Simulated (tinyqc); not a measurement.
Empirical pseudopotential in a few plane waves, step by step. One step of it, computed by the program tinyqc.

Problem. Bloch Hamiltonian at G. Basis: the 15 shortest G (labels in 2 pi/a), the same at every k. H(G,G') = c |k + G|^2 delta + VS(|G-G'|^2) cos((G-G').tau) + i VA sin((G-G').tau), tau = a/8 (1,1,1); 1 Ry = 13.605693 eV.

Parameters chosen for this model: fcc lattice, atoms at +/- a/8 (1,1,1); form factors in rydberg at |G|^2 in units of (2 pi/a)^2:
```
parameter,value,unit
a,5.870000,angstrom
VS(3),-0.201000,Ry
VS(8),0.054000,Ry
VS(11),0.068000,Ry
VA(3),0,Ry
VA(4),0,Ry
VA(11),0,Ry
hbar^2/2m (2 pi/a)^2,4.365223,eV
```

k point G (2 pi / a): 0  0  0

Give: H(k) at G.

Solution.

H(k) at G (eV):
```
,+0+0+0,-1-1-1,-1-1+1,-1+1-1,-1+1+1,+1-1-1,+1-1+1,+1+1-1,+1+1+1,-2+0+0,+0-2+0,+0+0-2,+0+0+2,+0+2+0,+2+0+0
+0+0+0,0.0000,1.9338,-1.9338,-1.9338,-1.9338,-1.9338,-1.9338,-1.9338,1.9338,0.0000,0.0000,0.0000,0.0000,0.0000,0.0000
-1-1-1,1.9338,13.0957,0.0000,0.0000,-0.7347,0.0000,-0.7347,-0.7347,0.0000,-1.9338,-1.9338,-1.9338,-0.6542,-0.6542,-0.6542
-1-1+1,-1.9338,0.0000,13.0957,0.7347,0.0000,0.7347,0.0000,0.0000,-0.7347,-1.9338,-1.9338,0.6542,1.9338,-0.6542,-0.6542
-1+1-1,-1.9338,0.0000,0.7347,13.0957,0.0000,0.7347,0.0000,0.0000,-0.7347,-1.9338,0.6542,-1.9338,-0.6542,1.9338,-0.6542
-1+1+1,-1.9338,-0.7347,0.0000,0.0000,13.0957,0.0000,0.7347,0.7347,0.0000,1.9338,-0.6542,-0.6542,-1.9338,-1.9338,0.6542
+1-1-1,-1.9338,0.0000,0.7347,0.7347,0.0000,13.0957,0.0000,0.0000,-0.7347,0.6542,-1.9338,-1.9338,-0.6542,-0.6542,1.9338
+1-1+1,-1.9338,-0.7347,0.0000,0.0000,0.7347,0.0000,13.0957,0.7347,0.0000,-0.6542,1.9338,-0.6542,-1.9338,0.6542,-1.9338
+1+1-1,-1.9338,-0.7347,0.0000,0.0000,0.7347,0.0000,0.7347,13.0957,0.0000,-0.6542,-0.6542,1.9338,0.6542,-1.9338,-1.9338
+1+1+1,1.9338,0.0000,-0.7347,-0.7347,0.0000,-0.7347,0.0000,0.0000,13.0957,-0.6542,-0.6542,-0.6542,-1.9338,-1.9338,-1.9338
-2+0+0,0.0000,-1.9338,-1.9338,-1.9338,1.9338,0.6542,-0.6542,-0.6542,-0.6542,17.4609,0.7347,0.7347,-0.7347,-0.7347,0.0000
+0-2+0,0.0000,-1.9338,-1.9338,0.6542,-0.6542,-1.9338,1.9338,-0.6542,-0.6542,0.7347,17.4609,0.7347,-0.7347,0.0000,-0.7347
+0+0-2,0.0000,-1.9338,0.6542,-1.9338,-0.6542,-1.9338,-0.6542,1.9338,-0.6542,0.7347,0.7347,17.4609,0.0000,-0.7347,-0.7347
+0+0+2,0.0000,-0.6542,1.9338,-0.6542,-1.9338,-0.6542,-1.9338,0.6542,-1.9338,-0.7347,-0.7347,0.0000,17.4609,0.7347,0.7347
+0+2+0,0.0000,-0.6542,-0.6542,1.9338,-1.9338,-0.6542,0.6542,-1.9338,-1.9338,-0.7347,0.0000,-0.7347,0.7347,17.4609,0.7347
+2+0+0,0.0000,-0.6542,-0.6542,-0.6542,0.6542,1.9338,-1.9338,-1.9338,-1.9338,0.0000,-0.7347,-0.7347,0.7347,0.7347,17.4609
```
